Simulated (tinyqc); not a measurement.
Worked calculation: delta-doped layer in the Thomas-Fermi potential. Values are carried at full precision from step to step, so a last printed digit may differ when a step is redone from the rounded ones.

All donors ionised in the plane z = 0, zero temperature, energies from the Fermi level EF of the Thomas-Fermi model, which lies at the bulk band edge; c = hbar^2/2m0, q = e^2/(4 pi eps0). gv = 1 equivalent valley, m_d = sqrt(m3^3/mz) in the plane. With n = (gv/3 pi^2)(m3 (-V)/c)^(3/2) and V'' = -(4 pi q/eps) n for z > 0, the solution is V = -b/(|z| + z0)^4 with sqrt(b) = 20/K, K = (4 pi q/eps)(gv/3 pi^2)(m3/c)^(3/2), and z0^5 = 4b/(e F0), e F0 = 2 pi q N/eps; 1e13/cm^2 = 1e-3/angstrom^2. Exchange and correlation are left out.

Constants: hbar^2/2m0 = 3.80998211 eV angstrom^2; e^2/(4 pi eps0) = 14.39964547 eV angstrom.

Inputs chosen for the exercise (near those of a delta-doped layer in GaAs; not measured data):
- m3 = 0.068 m0 (density-of-states mass of a valley)
- mz = 0.068 m0 (mass along z)
- eps = 12.5 (dielectric constant)
- N = 0.36 x 1e13/cm^2 (donor sheet density)

## The Thomas-Fermi well

Give K, b, e F0, z0 and the depth b/z0^4.

K = 0.0011658 eV^(-1/2) angstrom^-2
b = 2.9433e+08 eV angstrom^4
e F0 = 0.0026057 eV/angstrom
z0 = 214.29 angstrom
depth = 0.1396 eV

Half of the electrons lie within |z| < (2^(1/5) - 1) z0 = 31.9 angstrom. The mean donor spacing in the plane is 52.7 angstrom, against a Bohr radius 0.529177 eps/m3 = 97.3 angstrom: the orbits overlap many donors, so a smeared sheet is a fair model in the plane. Across the plane the Thomas-Fermi density is more peaked than that of the quantised subbands, the more so the fewer are filled.

## Profile

V = -b/(|z| + z0)^4, n and the share of electrons beyond |z|, (z0/(|z| + z0))^5, at z = 0, 0.1, 0.25, 0.5, 1 and 2 times z0; n = (eps/(4 pi q)) 20 b/(|z| + z0)^6, q = e^2/(4 pi eps0), 1/angstrom^3 = 1e24/cm^3.

Profile:
```
z (angstrom)   V (eV)  n (1e19/cm^3)  share beyond
0.0           -0.1396          0.420         1.000
21.4          -0.0953          0.237         0.621
53.6          -0.0572          0.110         0.328
107.1         -0.0276         0.0369         0.132
214.3         -0.0087        0.00656         0.031
428.6         -0.0017       0.000576         0.004
```

## Subbands

Subbands solve -(c/m_z) psi'' + V psi = E psi on 1280 points of spacing z0/80; up to ten levels for each group, kept if bound with an rms width below 2.5 z0.

List the bound levels with their rms width.

Subbands:
```
label  valleys g  m_d (m0)   E (eV)  rms z (angstrom)
0              1    0.0680  -0.0814              31.8
1              1    0.0680  -0.0293              82.7
2              1    0.0680  -0.0123             146.8
3              1    0.0680  -0.0037             265.1
4              1    0.0680  -0.0009             472.1
```

The lowest level lies 42 % of the way up the well, and 1 follows 52 meV higher.

## Filling the subbands

At zero temperature n_i = g m_d (mu - E_i)/(2 pi c) for E_i < mu, c = hbar^2/2m0; find mu from sum n_i = N (1e13/cm^2 = 1e-3/angstrom^2).

mu = -0.0002 eV

n_i in the order of the list (1e13/cm^2): 0.231  0.083  0.034  0.010  0.002

5 subbands filled in part, the lowest with 64 % of the electrons. The potential was built for a Fermi level at 0; filling its quantised levels puts mu 0.1 % of the depth below that, which shows how nearly the two pictures agree.

## Estimate from a V-shaped well

Near z = 0 the well is -depth + e F0 |z|, whose levels are a (c (e F0)^2/m_z)^(1/3) with a = 1.018793 (even) and 2.338107 (odd); c = hbar^2/2m0, m_z = mz.

levels 0 and 1 (eV): -0.0658  0.0298

Level 0 comes out 16 meV too high, since screening flattens the true well away from the plane, and level 1 lands above the rim at 0.

## Checks

- Integral of the Thomas-Fermi density against N, 1e13/cm^2: both 0.3600.
- Lowest level on a finer grid (z0/200), eV: both -0.081.

(tinyqc, `OMP_NUM_THREADS=1 python tinyqc.py 1282137 1282138 out.jsonl`, Intel(R) Xeon(R) Processor @ 2.30GHz, 1 thread, shared host, about 0.05 s.)
